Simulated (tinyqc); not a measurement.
What each parameter does: delta-doped layer in the Thomas-Fermi potential.

All donors ionised in the plane z = 0, zero temperature, energies from the Fermi level EF of the Thomas-Fermi model, which lies at the bulk band edge; c = hbar^2/2m0, q = e^2/(4 pi eps0). gv = 1 equivalent valley, m_d = sqrt(m3^3/mz) in the plane. With n = (gv/3 pi^2)(m3 (-V)/c)^(3/2) and V'' = -(4 pi q/eps) n for z > 0, the solution is V = -b/(|z| + z0)^4 with sqrt(b) = 20/K, K = (4 pi q/eps)(gv/3 pi^2)(m3/c)^(3/2), and z0^5 = 4b/(e F0), e F0 = 2 pi q N/eps; 1e13/cm^2 = 1e-3/angstrom^2. Exchange and correlation are left out.

Subbands solve -(c/m_z) psi'' + V psi = E psi on 1280 points of spacing z0/80; up to ten levels for each group, kept if bound with an rms width below 2.5 z0.

Constants: hbar^2/2m0 = 3.80998211 eV angstrom^2; e^2/(4 pi eps0) = 14.39964547 eV angstrom.

Inputs chosen for the exercise (near those of a delta-doped layer in GaAs; the results hold for these values, not for the real material):
- m3 = 0.069 m0 (density-of-states mass of a valley)
- mz = 0.069 m0 (mass along z)
- eps = 12.9 (dielectric constant)
- N = 0.95 x 1e13/cm^2 (donor sheet density)

z0, depth, lowest level and its rms width.

One parameter was then changed.

Results before and after:

| case | z0 (angstrom) | depth (eV) | lowest (eV) | rms z (angstrom) |
|---|---|---|---|---|
| base | 178.29 | 0.2970 | -0.1854 | 22.28 |
| changed | 178.29 | 0.2970 | -0.1807 | 23.81 |

Which of these changes was made? (a) mz = 0.059 m0; (b) m3 = 0.079 m0; (c) eps = 11.6; (d) N = 1.52 x 1e13/cm^2.

Answer: (a) mz = 0.059 m0. Of the candidates, run in turn, only this one gives the changed row.

All candidates:

| case | z0 (angstrom) | depth (eV) | lowest (eV) | rms z (angstrom) |
|---|---|---|---|---|
| base | 178.29 | 0.2970 | -0.1854 | 22.28 |
| N = 1.52 x 1e13/cm^2 | 162.29 | 0.4325 | -0.2779 | 18.76 |
| eps = 11.6 | 167.28 | 0.3099 | -0.1908 | 21.67 |
| m3 = 0.079 m0 | 164.38 | 0.2738 | -0.1641 | 22.78 |
| mz = 0.059 m0 | 178.29 | 0.2970 | -0.1807 | 23.81 |

Computed by tinyqc, a small Python program: `OMP_NUM_THREADS=1 python tinyqc.py 1252785 1252786 out.jsonl` (the numbers bound the seed that draws the inputs); one thread of a shared host (Intel(R) Xeon(R) Processor @ 2.30GHz), about 0.1 s for the whole set of steps.
